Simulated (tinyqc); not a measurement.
Absorption spectrum: gated graphene: carriers, quantum capacitance and optical conductivity.

Conductivity over sigma0 = e^2/(4 hbar): interband Re = sinh(E/2kT)/(cosh(mu/kT) + cosh(E/2kT)); intraband Re = (8 kT/pi) ln(2 cosh(mu/2kT)) Gm/(E^2 + Gm^2). A free sheet absorbs about pi alpha_f Re(sigma/sigma0), alpha_f the fine-structure constant (alpha among the constants).

Constants: kB = 8.617333262e-05 eV/K; fine-structure constant alpha = 0.007297352564.

Parameters, chosen for this exercise (out of a larger set: Fermi velocity near that of graphene, gate dielectric near HfO2; not measured data): T = 300 K; Gm = 20 meV (intraband damping).

mu = -0.03522 eV

Results:
```
E (eV)  interband  intraband  absorption (%)
0.007      0.0439     2.6660           6.213
0.014      0.0879     2.0085           4.806
0.025      0.1571     1.1678           3.037
0.035      0.2199     0.7366           2.193
0.049      0.3075     0.4274           1.685
0.060      0.3754     0.2993           1.547
0.081      0.5001     0.1720           1.541
0.092      0.5613     0.1350           1.596
0.113      0.6669     0.0909           1.737
0.141      0.7800     0.0590           1.924
0.211      0.9338     0.0266           2.202
```

Give the missing row, E (eV) = 0.070.

Computed row:
```
E (eV)  interband  intraband  absorption (%)
0.070      0.4358     0.2259           1.517
```

The edge lies at 2|mu| = 0.070 eV and, for |mu| above about 3 kT (here 1.4), rises from 10 % to 90 % over about 8.8 kT = 0.227 eV. The absorption is lowest, 1.517 %, at 0.070 eV of those listed, between the Drude tail and the edge; at the last row it is 2.202 % against pi alpha_f = 2.293 %. The thin-sheet formula fails where the absorption is large, and trigonal warping matters above about 1.5 eV.

(tinyqc, `OMP_NUM_THREADS=1 python tinyqc.py 1650170 1650171 out.jsonl`, Intel(R) Xeon(R) Processor @ 2.30GHz, 1 thread, shared host, about 0.01 s.)
